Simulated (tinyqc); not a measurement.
Free and trapped electrons in a MOS channel with a dense trap tail: one step of the calculation.

p-type body, charge-sheet picture, full ionisation (an idealisation for deep acceptors), Boltzmann statistics for free electrons. e = Ec - EF at the surface. Acceptor-like traps of density D(E) = D0 + De exp(-E/Ew) at depth E below Ec, from 0 to Eu, hold n_t = integral of D(E)/(1 + exp((e - E)/Vt)). psi = Eg - Vt ln(Nv/Na) - e; N_dep = sqrt(2 eps0 eps_r Na (psi - Vt)/q); n_f = sqrt(N_dep^2 + 2 eps0 eps_r Vt Nc exp(-e/Vt)/q) - N_dep; Vg = Vfb + psi + q (N_dep + n_t + n_f)/Cox, Cox = eps0 eox/tox.

Problem. Trapped charge. Trapezoid rule on 16 equal steps from 0 to Eu, f = 1/(1 + exp((e - E)/Vt)).

Parameters, values chosen for the exercise; band and dielectric values close to those of 4H silicon carbide: temperature T = 300 K; constant background density of acceptor-like traps D0 = 8.4e10 cm^-2 eV^-1; density of the tail at the conduction edge De = 3.6e12 cm^-2 eV^-1; decay energy of the tail Ew = 0.07 eV; depth below Ec down to which the traps reach Eu = 0.96 eV; Ec - EF at the surface e = 0.086 eV.

Constants: q = 1.602176634e-19 C, kB = 1.380649e-23 J/K, Vt = kB T/q. Results are converted to the units shown.

Give: E; D(E) f; n_t.

Solution.

```
point	E (eV)	D(E) f (cm^-2 eV^-1)
0	0	1.2772e11
1	0.060000	4.3165e11
2	0.12000	5.7736e11
3	0.18000	3.4991e11
4	0.24000	2.0024e11
5	0.30000	1.3352e11
6	0.36000	1.0502e11
7	0.42000	9.2923e10
8	0.48000	8.7787e10
9	0.54000	8.5607e10
10	0.60000	8.4682e10
11	0.66000	8.4289e10
12	0.72000	8.4123e10
13	0.78000	8.4052e10
14	0.84000	8.4022e10
15	0.90000	8.4009e10
16	0.96000	8.4004e10
```

n_t = 1.6050e11 cm^-2

Numbers from tinyqc (`OMP_NUM_THREADS=1 python tinyqc.py 2222225 2222226 out.jsonl`; about 0.02 s on one thread of a shared Intel Xeon 2.30GHz).
